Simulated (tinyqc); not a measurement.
UKS/PBE in the sto-3g basis, for H4, spin multiplicity 3, step by step. This run ends on a higher stationary point, not on the lowest solution. Computed by tinyqc, a small Python program that keeps every step (integrals from PySCF). Settings: charge = 0, multiplicity = 3, basis = sto-3g, energy threshold = 1e-09, iteration cap = 73, orthogonalisation = symmetric, start = highest core orbitals, DIIS depth = 4, DIIS from iteration = 2, method = UKS, functional = pbe,pbe, grid = [15, 50]. Command: `OMP_NUM_THREADS=1 python tinyqc.py 31625 31626 out.jsonl` (the two numbers bound the seeds that draw the settings). One thread of a shared host (Intel(R) Xeon(R) Processor @ 2.60GHz), about 2 s of CPU time with the checks.

Geometry (angstrom):
```
atom         x         y         z
H     0.000000  0.000000  0.000000
H     0.000000  0.000000  0.946000
H     0.000000  0.000000  2.962000
H     0.000000  0.000000  3.908000
```

Stop when the energy changes by less than 1e-09 hartree and every element of the error matrix X^T (F D S - S D F) X (for each spin) is below 9e-06.

Course of the cycle:
```
iteration  E (hartree)     change  largest element of the error matrix
1          -0.62525247          -                             2.18e-02
2          -1.83626146  -1.21e+00                             2.90e-02
3          -1.84094607  -4.68e-03                             1.28e-02
4          -1.84226163  -1.32e-03                             1.57e-04
5          -1.84226205  -4.20e-07                             4.43e-06
6          -1.84226205  -2.24e-10                             1.70e-06
```

Can the last value be used, and what does the course show?

No, though the log alone does not show it. Converged in 6 iterations. But the solution lies 0.01502 hartree above the reference: it is another stationary point, not the lowest one. Reruns (cap 100 unless said): DIIS 8: converged in 6 to a higher stationary point; damping 0.5: not converged; level shift 0.5: converged in 12 to a higher stationary point; atomic densities as start, DIIS 8: converged in 6 to a higher stationary point. PySCF UKS in the same basis, fine grid, after a stability check = -1.85728353 hartree, which differs from a converged run on this coarse grid by the grid error.
